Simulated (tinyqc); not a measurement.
Inside a calculation. Method: Hubbard ring of 4 sites. One step of it, computed by the program tinyqc.

Problem. Mean-field iteration 2. H(up) = T + U n(down), H(down) = T + U n(up); fill the lowest levels; n(new) = n + mixing (n(out) - n); E = tr T (rho up + rho down) + U sum n_up n_down of the output.

one-body matrix (hopping and site energies) (eV), order 1, 2, 3, 4:
$$\begin{pmatrix}
0.000000 & -1.960000 & 0.000000 & -1.960000 \\
-1.960000 & 0.000000 & -1.960000 & 0.000000 \\
0.000000 & -1.960000 & 0.000000 & -1.960000 \\
-1.960000 & 0.000000 & -1.960000 & 0.000000
\end{pmatrix}$$

U = 7.000000 eV

electrons, up and down: [2, 2]

mixing = 1

n(up) after iteration 1: 1 0.868055, 2 0.131945, 3 0.868055, 4 0.131945

n(down) after iteration 1: 1 0.131945, 2 0.868055, 3 0.131945, 4 0.868055

Give: levels, up; levels, down; energy; n(up) after iteration 2; n(down) after iteration 2.

Solution.

levels, up (eV): [-1.1909, 0.9236, 6.0764, 8.1909]

levels, down (eV): [-1.1909, 0.9236, 6.0764, 8.1909]

energy = -3.7519 eV

n(up) after iteration 2: 1 0.8873, 2 0.1127, 3 0.8873, 4 0.1127

n(down) after iteration 2: 1 0.1127, 2 0.8873, 3 0.1127, 4 0.8873
